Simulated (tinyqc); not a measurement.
Inside a calculation. Method: empirical pseudopotential in a few plane waves. One step of it, computed by the program tinyqc.

Task: Bloch Hamiltonian at k. Basis: the 15 shortest G (labels in 2 pi/a), the same at every k. H(G,G') = c |k + G|^2 delta + VS(|G-G'|^2) cos((G-G').tau) + i VA sin((G-G').tau), tau = a/8 (1,1,1); 1 Ry = 13.605693 eV.

Parameters chosen for this model: fcc lattice, atoms at +/- a/8 (1,1,1); form factors in rydberg at |G|^2 in units of (2 pi/a)^2:
```
parameter,value,unit
a,5.710000,angstrom
VS(3),-0.219000,Ry
VS(8),0.046000,Ry
VS(11),0.060000,Ry
VA(3),0.149000,Ry
VA(4),0.023000,Ry
VA(11),0.013000,Ry
hbar^2/2m (2 pi/a)^2,4.613287,eV
```

k point k (2 pi / a): 0.200000  -0.590000  0.460000

Give: H(k) at k.

Result:

H(k) at k (eV), lower triangle (Hermitian):
```
,+0+0+0,-1-1-1,-1-1+1,-1+1-1,-1+1+1,+1-1-1,+1-1+1,+1+1-1,+1+1+1,-2+0+0,+0-2+0,+0+0-2,+0+0+2,+0+2+0,+2+0+0
+0+0+0,2.7666
-1-1-1,2.1069-1.4335i,15.9606
-1-1+1,-2.1069-1.4335i,0.0000+0.3129i,24.4490
-1+1-1,-2.1069-1.4335i,0.0000+0.3129i,0.6259,5.0732
-1+1+1,-2.1069+1.4335i,-0.6259,0.0000+0.3129i,0.0000+0.3129i,13.5617
+1-1-1,-2.1069-1.4335i,0.0000+0.3129i,0.6259,0.6259,0.0000,19.6512
+1-1+1,-2.1069+1.4335i,-0.6259,0.0000+0.3129i,0.0000,0.6259,0.0000+0.3129i,28.1397
+1+1-1,-2.1069+1.4335i,-0.6259,0.0000,0.0000+0.3129i,0.6259,0.0000+0.3129i,0.6259,8.7639
+1+1+1,2.1069+1.4335i,0.0000,-0.6259,-0.6259,0.0000+0.3129i,-0.6259,0.0000+0.3129i,0.0000+0.3129i,17.2523
-2+0+0,0.0000-0.3129i,-2.1069+1.4335i,-2.1069-1.4335i,-2.1069-1.4335i,2.1069-1.4335i,0.5772-0.1251i,-0.5772-0.1251i,-0.5772-0.1251i,-0.5772+0.1251i,17.5291
+0-2+0,0.0000-0.3129i,-2.1069+1.4335i,-2.1069-1.4335i,0.5772-0.1251i,-0.5772-0.1251i,-2.1069-1.4335i,2.1069-1.4335i,-0.5772-0.1251i,-0.5772+0.1251i,0.6259,32.1071
+0+0-2,0.0000-0.3129i,-2.1069+1.4335i,0.5772-0.1251i,-2.1069-1.4335i,-0.5772-0.1251i,-2.1069-1.4335i,-0.5772-0.1251i,2.1069-1.4335i,-0.5772+0.1251i,0.6259,0.6259,12.7313
+0+0+2,0.0000+0.3129i,-0.5772-0.1251i,2.1069+1.4335i,-0.5772+0.1251i,-2.1069+1.4335i,-0.5772+0.1251i,-2.1069+1.4335i,0.5772+0.1251i,-2.1069-1.4335i,-0.6259,-0.6259,0.0000,29.7082
+0+2+0,0.0000+0.3129i,-0.5772-0.1251i,-0.5772+0.1251i,2.1069+1.4335i,-2.1069+1.4335i,-0.5772+0.1251i,0.5772+0.1251i,-2.1069+1.4335i,-2.1069-1.4335i,-0.6259,0.0000,-0.6259,0.6259,10.3324
+2+0+0,0.0000+0.3129i,-0.5772-0.1251i,-0.5772+0.1251i,-0.5772+0.1251i,0.5772+0.1251i,2.1069+1.4335i,-2.1069+1.4335i,-2.1069+1.4335i,-2.1069-1.4335i,0.0000,-0.6259,-0.6259,0.6259,0.6259,24.9104
```
